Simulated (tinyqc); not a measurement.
# Which input was changed?

Model: donor in an ellipsoidal valley (Kohn-Luttinger variational method). Computed by tinyqc, a small Python program. Command: `OMP_NUM_THREADS=1 python tinyqc.py 3007060 3007061 out.jsonl kohnlutt which`. One thread of a shared host (Intel(R) Xeon(R) Processor @ 2.30GHz), about 0.4 s of CPU time with the checks.

H = -(d^2/dx^2 + d^2/dy^2) - gamma d^2/dz^2 - 2/r in units built on m_t, with gamma = m_t/m_l and z along the valley axis. One valley; no valley-orbit or central-cell term.

Inputs (values chosen for the exercise, modelled on 3C-SiC): transverse mass m_t = 0.248 m_0; longitudinal mass m_l = 0.689 m_0; dielectric constant eps = 9.51.

Constants: Ry = 13.605693123 eV; a_0 = 0.529177210903 angstrom.

Method:
- Ry* = Ry m_t/eps^2, a* = a_0 eps/m_t, gamma = m_t/m_l.
- Trial function exp(-sqrt((x^2 + y^2)/a^2 + z^2/b^2)) with beta = b/a < 1: E = t/a^2 - u/a, t = (2 + gamma/beta^2)/3, u = 2 arcsin(sqrt(1 - beta^2))/sqrt(1 - beta^2); the best a is 2 t/u and E(beta) = -u^2/(4 t).
- Golden-section search on beta from 0.05 to 0.999, 60 steps.
- Gaussian basis: g = P exp(-al (x^2 + y^2) - be z^2) with P = 1 (s-like), z (2p0) or x (2p+-); al = 0.004 x 2.6^k, k = 0..11, and be/al = 1, gamma^(-1/2) or 1/gamma (36 functions); 1/r = (2/sqrt(pi)) int exp(-t^2 r^2) dt by 48 Gauss-Legendre points after t = sqrt(al_i + al_j) tan(theta); overlap eigenvalues below 1e-10 are dropped.

Question. One of these inputs alone was changed, within the range given: transverse mass m_t (0.124 to 0.496); longitudinal mass m_l (0.3445 to 1.378); dielectric constant eps (4.755 to 19.02). Which one, and to what value?

Results:
```
run     2p0 binding energy (meV)  radius b of the 1s trial function (angstrom)  1s binding energy, trial function (meV)
before                  16.45470                                      11.58085                                 50.77489
after                   18.04769                                      10.51933                                 53.31195
```

Answer.

Each candidate set to reproduce 2p0 binding energy, and what it then gives; columns: (1) candidate; (2) range searched; (3) value needed; (4) radius b of the 1s trial function (angstrom); (5) 1s binding energy, trial function (meV):
```
(1)                                      (2)     (3)     (4)     (5)
transverse mass m_t (m_0)     0.124 to 0.496  0.3006  10.582  58.353
longitudinal mass m_l (m_0)  0.3445 to 1.378  0.8280  10.519  53.312
dielectric constant eps       4.755 to 19.02   9.081  11.058  55.690
```

Only longitudinal mass m_l fits every result: it went from 0.689 to 0.828 m_0. The next best candidate, dielectric constant eps, misses one result by 5.1 %.
